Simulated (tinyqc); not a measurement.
# Strained alloy layer of InAs and GaAs on (001) InP, model-solid band line-up: gaps, strain and offsets against composition

The layer is x parts of the first compound and 1 - x of the second, grown coherently on the third as substrate and barrier. Rows of the table: lattice constant a, average valence level Ea on an absolute scale, spin-orbit splitting so, gaps at Gamma, X and L, hydrostatic deformation potentials av and ac (Gamma), shear potential b, elastic constants, electron and heavy-hole (along z) masses. All are interpolated linearly in x; gaps get -C x (1 - x), taken wholly in the conduction band; real line-ups can differ from this model by 0.1 eV or more.

In-plane strain e = (a_substrate - a)/a, e_z = -2 (c12/c11) e, volume change 2 e + e_z. With v = 2 e + e_z and d = 2 b (e_z - e): Eav = Ea + av v; E_hh = Eav + so/3 - d/2; E_lh = Eav - so/6 + d/4 + sqrt(so^2 + so d + 9 d^2/4)/2; E_c = Ea + so/3 + EG + ac v (Gamma). Substrate: E_v = Ea + so/3, E_c = E_v + EG. Well depths: dEc = E_c(substrate) - E_c, dEhh = E_hh - E_v(substrate), dElh likewise; strained Gamma gap E_c - max(E_hh, E_lh); positive values confine carriers in the layer. Matthews-Blakeslee for 60-degree dislocations in a single layer: hc = k (ln(hc/bv) + 1), k = bv (1 - nu/4)/(4 pi |e| (1 + nu)), nu = c12/(c11 + c12), bv = a/sqrt(2); the larger root. The valence offset is the larger of dEhh and dElh; a dash marks |e| under 0.02 % or no root.

Parameters, values chosen for the exercise:
```
symbol  value  unit                  meaning
CG      0.477    eV  bowing of the Gamma gap
CX        1.4    eV      bowing of the X gap
CL       0.33    eV      bowing of the L gap
```

Binary compounds, values chosen for the exercise:

|  | close to InAs | close to GaAs | close to InP |
|---|---|---|---|
| a (angstrom) | 6.058 | 5.653 | 5.869 |
| Ea (eV) | -6.67 | -6.92 | -7.04 |
| so (eV) | 0.384 | 0.343 | 0.111 |
| EG (eV) | 0.349 | 1.42 | 1.36 |
| EX (eV) | 1.37 | 1.9 | 2.22 |
| EL (eV) | 1.06 | 1.73 | 1.92 |
| av (eV) | 1 | 1.15 | 1.29 |
| ac (eV) | -5.08 | -7.13 | -5.11 |
| b (eV) | -1.8 | -1.68 | -1.7 |
| c11 (GPa) | 84.3 | 120 | 101 |
| c12 (GPa) | 45.2 | 53.5 | 56.3 |
| me (m0) | 0.023 | 0.0671 | 0.0799 |
| mh (m0) | 0.328 | 0.35 | 0.534 |

Results:

| x | e (%) | relaxed Gamma gap (eV) | lower of X and L gaps (eV) | strained Gamma gap (eV) | E_hh - E_lh (meV) | dEc (eV) | valence offset (eV) | hc (nm) |
|---|---|---|---|---|---|---|---|---|
| 0.25 | 1.994 | 1.063 | 1.501 | 0.8119 | -151.0 | 0.1757 | 0.3724 | 3.62 |
| 0.33 | 1.423 | 0.9611 | 1.416 | 0.7887 | -105.7 | 0.2121 | 0.3592 | 5.84 |
| 0.49 | 0.2999 | 0.7760 | 1.290 | 0.7428 | -21.05 | 0.2765 | 0.3407 | 42.9 |
| 0.57 | -0.2524 | 0.6926 | 1.255 | 0.7020 | 17.04 | 0.3044 | 0.3536 | 53.0 |
| 0.66 | -0.8665 | 0.6061 | 1.214 | 0.6351 | 55.48 | 0.3323 | 0.3926 | 11.4 |
| 0.74 | -1.406 | 0.5357 | 1.171 | 0.5780 | 85.27 | 0.3539 | 0.4281 | 5.96 |
| 0.82 | -1.940 | 0.4714 | 1.132 | 0.5233 | 110.8 | 0.3725 | 0.4642 | 3.78 |
| 0.9 | -2.468 | 0.4132 | 1.097 | 0.4709 | 132.4 | 0.3880 | 0.5011 | 2.64 |

Estimate the missing row, x = 0.41.

Computed row:

| x | e (%) | relaxed Gamma gap (eV) | lower of X and L gaps (eV) | strained Gamma gap (eV) | E_hh - E_lh (meV) | dEc (eV) | valence offset (eV) | hc (nm) |
|---|---|---|---|---|---|---|---|---|
| 0.41 | 0.8584 | 0.8655 | 1.344 | 0.7658 | -62.18 | 0.2457 | 0.3485 | 11.5 |

With this row back in the table: The relaxed Gamma gap falls from 1.06 to 0.413 eV and the strained one falls from 0.812 to 0.471 eV. The lattice matches the substrate at x = 0.533; the heavy hole is on top where the layer is compressed (e < 0) and the light hole where it is stretched. dEc rises from 0.176 to 0.388 eV and the valence offset goes from 0.372 through a minimum of 0.341 (at x = 0.49 among the rows listed) to 0.501 eV. At the largest strain listed, -2.47 %, strain changes the gap by 57.7 meV.

tinyqc, about 0.01 s, one thread, Intel Xeon 2.30GHz (shared host): `OMP_NUM_THREADS=1 python tinyqc.py 2690173 2690174 out.jsonl`
